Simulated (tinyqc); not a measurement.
Current of a Schottky diode by thermionic-emission-diffusion theory, and its read-back from I-V-T and C-V data: one step, computed by the program tinyqc.

Full ionisation, no tunnelling, no recombination current. V is the voltage across the junction itself, forward positive.

Task: Read-back from the I-V curve. N_c(T) = N_c (T/300 K)^(3/2); V_bi = phi_0 - (k_B T/e) ln(N_c(T)/N); surface field F = sqrt(2 e N (V_bi - V - k_B T/e)/(eps eps_0)); image lowering d_phi = sqrt(e F/(4 pi eps eps_0)); effective barrier phi = phi_0 - d_phi - sigma^2 (1 - rho V)/(2 k_B T). Collection velocity v_R = A* T^2/(e N_c(T)); diffusion velocity v_D = mu F; J = e N_c(T) v_R/(1 + v_R/v_D) exp(-phi/k_B T) [exp(e V/k_B T) - 1]. Ideality n = (e/k_B T)/(d ln J/dV) by a central difference of +/- 1 mV; J_0 = J exp(-e V/(n k_B T)); apparent barrier phi_IV = k_B T ln(A* T^2/J_0); a C-V plot gives phi_CV = phi_0, the mean without lowering.

Inputs (values chosen for the exercise, modelled on n-type Ga2O3):
```
quantity                                     value          unit
Richardson constant A*                        33.5  A/(cm^2 K^2)
effective density of states at 300 K, N_c  3.7e+18        1/cm^3
permittivity eps                              10.2             -
mobility mu                                    150    cm^2/(V s)
barrier without image force phi_0 (mean)      1.11            eV
doping N                                   1.3e+17        1/cm^3
junction voltage V                            0.43             V
temperature T                                  250             K
standard deviation sigma                       110           meV
relative change of sigma^2 with bias, rho     0.59           1/V
```

Barrier: Gaussian spread of heights.

Constants: k_B = 8.617333262e-05 eV/K; e = 1.602176634e-19 C; eps_0 = 8.8541878128e-12 F/m.

Give: ideality factor n; extrapolated J_0; apparent barrier phi_IV; phi_CV - phi_IV.

Result:

ideality factor n = 1.2330

extrapolated J_0 = 5.0864e-10 A/cm^2

apparent barrier phi_IV = 0.77456 eV

phi_CV - phi_IV = 335.44 meV
